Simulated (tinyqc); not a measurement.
X-ray photoelectron analysis of a thin oxide on a semiconductor: attenuation lengths, thickness, angle series and band offsets: one step, computed by the program tinyqc. Command: `OMP_NUM_THREADS=1 python tinyqc.py 3113495 3113496 out.jsonl xps walk`. One thread of a shared host (Intel(R) Xeon(R) Processor @ 2.30GHz), about 0.01 s of CPU time with the checks.

The same element is seen in the oxide and in the substrate, at nearly the same kinetic energy; films are flat and uniform, and the work function is ignored.

Task: Peak ratio. R_0 = (rho_o/M_o) L_o/((rho_s/M_s) L_s); peak ratio R = I_ox/I_sub = R_0 [exp(d/(L_o cos theta)) - 1]; hence d = L_o cos theta ln(1 + R/R_0). A carbon layer weakens both peaks alike, by exp(-d_C/(L_o cos theta)) if its L is taken equal to L_o. This R_0 leaves out intrinsic losses from the substrate peak, so calibrated values can be larger.

Inputs (values chosen for the exercise, modelled on SiO2 on silicon):
```
quantity                        value     unit
oxide density                    2.22   g/cm^3
oxide formula mass              60.08    g/mol
substrate density                2.33   g/cm^3
substrate formula mass          28.09    g/mol
oxide thickness d                 1.5       nm
emission angle from the normal     55  degrees
carbon overlayer                 0.77       nm
```

L in the oxide = 3.499195 nm

L in the substrate = 2.780785 nm

Give: R_0; d/(L_o cos theta); ratio R; oxide share of the counts; attenuation by carbon; depth 3 L_o cos theta.

Result:

R_0 = 0.5606

d/(L_o cos theta) = 0.7474

ratio R = 0.6230

oxide share of the counts = 0.3839

attenuation by carbon = 0.6814

depth 3 L_o cos theta = 6.021 nm
